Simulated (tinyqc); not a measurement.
Mirror strength against the number of periods: longitudinal sound in a periodic multilayer: transfer matrices, stop bands and folded phonons. Computed by tinyqc, a small Python program. Command: `OMP_NUM_THREADS=1 python tinyqc.py 3008234 3008235 out.jsonl multilayer walk`. One thread of a shared host (Intel(R) Xeon(R) Processor @ 2.30GHz), about 0.01 s of CPU time with the checks.

Layers 1 and 2 repeat with period d = d_1 + d_2; waves travel normal to the layers, without loss. State vector (u, s): displacement u and stress divided by omega. Impedances Z = rho v are in 1e6 kg/(m^2 s).

Inputs (values chosen for the exercise, modelled on aluminium (layer 1), tungsten (layer 2) and gallium arsenide (substrate)):
```
quantity            value    unit
density rho_1        2.73  g/cm^3
velocity v_1         6420     m/s
thickness d_1        6.01      nm
density rho_2        19.2  g/cm^3
velocity v_2         5240     m/s
thickness d_2        4.89      nm
substrate density    5.42  g/cm^3
substrate velocity   4640     m/s
frequency f           203     GHz
```

Method:
- Z = rho v; interface reflection r = (Z_2 - Z_1)/(Z_2 + Z_1) (stress amplitude, from 1 into 2); Bragg frequency f_B = 1/[2 (d_1/v_1 + d_2/v_2)]; long-wave velocity v_eff = d/sqrt[(d_1/v_1)^2 + (d_2/v_2)^2 + (Z_1/Z_2 + Z_2/Z_1)(d_1/v_1)(d_2/v_2)].
- A layer maps (u, s) by [[cos p, sin p/Z], [-Z sin p, cos p]], p = 2 pi f d_i/v_i; one period is M = M_2 M_1, and cos(q d) = trace(M)/2.
- For N periods A = M^N. A wave comes from a thick layer of material 1 and leaves into the substrate (Z_s): transmitted power T = 4 Z_1 Z_s/|Z_1 A_22 + Z_s A_11 - i (Z_1 Z_s A_12 - A_21)|^2, reflected power R = 1 - T.

Bragg frequency f_B = 267.474 GHz

Z_2 = 100.608

Z_1 = 17.5266

Z of the substrate = 25.1488

trace(M)/2 = -2.41652

Transmitted power:
```
N     T at f_B  T at f_B (dB)      T at f
1      0.15995        -7.9601     0.18076
2    0.0052723        -22.780   0.0090572
3   1.6042e-04        -37.948  4.2628e-04
4   4.8687e-06        -53.126  2.0005e-05
6   4.4842e-09        -83.483  4.4048e-08
8   4.1300e-12        -113.84  9.6986e-11
12  3.5034e-18        -174.56  4.7018e-16
16  2.9718e-24        -235.27  2.2794e-21
24  2.1384e-36        -356.70  5.3574e-32
```

What does the comparison show, and why?

At f_B each further period removes 15.18 dB at large N, which is 20 log10 of the impedance ratio, 15.18 dB, as for a quarter-wave stack; 99 % reflection needs N = 2 among these rows. At f, in a stop band, T decays as well. Values below about 1e-6 belong to the ideal stack: roughness and scattering into other modes, left out here, set a floor in a real one.
